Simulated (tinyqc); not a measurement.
## Capacitance measurement on a leaky thin oxide: effects of series resistance and leakage: readings against frequency

The device is a capacitance C in parallel with a leakage conductance G, in series with Rs and Ls. An impedance meter reports either a parallel pair (Cp, Gp) from Y = 1/Z = Gp + i w Cp or a series pair (Cs, Rm) from Z = Rm + 1/(i w Cs); w = 2 pi f, dissipation D = Gp/(w |Cp|).

EOT = 3.9 tox/eox; CET = EOT + zc + zp; C = 3.9 eps0 A/CET; G = Jg A/Vs. Z = Rs + i w Ls + 1/(G + i w C); CET read from Cp = 3.9 eps0 A/Cp; errors under 0.001 % are printed as 0.

Values chosen for this exercise; values of the order met in thin-oxide MOS capacitors:
- eox = 25.7 (relative permittivity of the gate insulator (close to zirconium oxide))
- tox = 9.6 nm (insulator thickness)
- A = 100 um^2 (gate area)
- zc = 0.33 nm (oxide-equivalent thickness added by the accumulation layer)
- zp = 0.17 nm (oxide-equivalent thickness added by gate depletion)
- Jg = 0.00061 A/cm^2 (gate leakage current density, not matched to the thickness)
- Vs = 0.24 V (voltage for an e-fold rise of the leakage)
- Rs = 27 ohm (series resistance)
- Ls = 0 nH (series inductance)

Constants: eps0 = 8.8541878128e-14 F/cm where lengths are in cm. Results are converted to the units shown.

The same in every row: C (pF) = 1.765.

Result of one run:

| f (Hz) | Cp (pF) | Cs (pF) | D | error of Cp (%) | error of Cs (%) | CET read from Cp (nm) |
|---|---|---|---|---|---|---|
| 10000 | 1.765 | 1.766 | 0.02293 | 0 | 0.0525 | 1.957 |

What becomes of these results when the measuring frequency f is changed from 10000 to 3000 Hz, all else the same?

Result of the changed run:

| f (Hz) | Cp (pF) | Cs (pF) | D | error of Cp (%) | error of Cs (%) | CET read from Cp (nm) |
|---|---|---|---|---|---|---|
| 3000 | 1.765 | 1.775 | 0.07641 | 0 | 0.584 | 1.957 |

The whole series:

| f (Hz) | Cp (pF) | Cs (pF) | D | error of Cp (%) | error of Cs (%) | CET read from Cp (nm) |
|---|---|---|---|---|---|---|
| 1000 | 1.765 | 1.857 | 0.2292 | 0 | 5.25 | 1.957 |
| 3000 | 1.765 | 1.775 | 0.07641 | 0 | 0.584 | 1.957 |
| 10000 | 1.765 | 1.766 | 0.02293 | 0 | 0.0525 | 1.957 |
| 30000 | 1.765 | 1.765 | 0.007650 | 0 | 5.84e-3 | 1.957 |
| 1e5 | 1.765 | 1.765 | 0.002322 | 0 | 0 | 1.957 |
| 3e5 | 1.765 | 1.765 | 8.539e-4 | 0 | 0 | 1.957 |
| 1e6 | 1.765 | 1.765 | 5.286e-4 | 0 | 0 | 1.957 |
| 3e6 | 1.765 | 1.765 | 9.745e-4 | 0 | 0 | 1.957 |
| 1e7 | 1.765 | 1.765 | 0.003017 | 0 | 0 | 1.957 |
| 3e7 | 1.765 | 1.765 | 0.008989 | -8.08e-3 | 0 | 1.957 |

D goes from 0.229 through a minimum of 5.29e-4 (at f = 1e6 Hz among the rows listed) to 0.00899; without inductance its minimum lies at f = sqrt(G (1 + G Rs)/Rs)/(2 pi C) = 8.75e5 Hz. The error of Cp goes from 0 to -0.00808 % and that of Cs from 5.25 to 0 %; at low frequency Cp tends to C/(1 + G Rs)^2 and Cs grows as 1 + (G/(w C))^2. One of the two readings is within 2 % of C for f = 1000, 3000, 10000, 30000, 1e5, 3e5, 1e6, 3e6, 1e7, 3e7 Hz.

Computed by the program tinyqc: `OMP_NUM_THREADS=1 python tinyqc.py 2022016 2022017 out.jsonl`, one thread of a shared Intel Xeon 2.30GHz, about 0.01 s for the whole run.
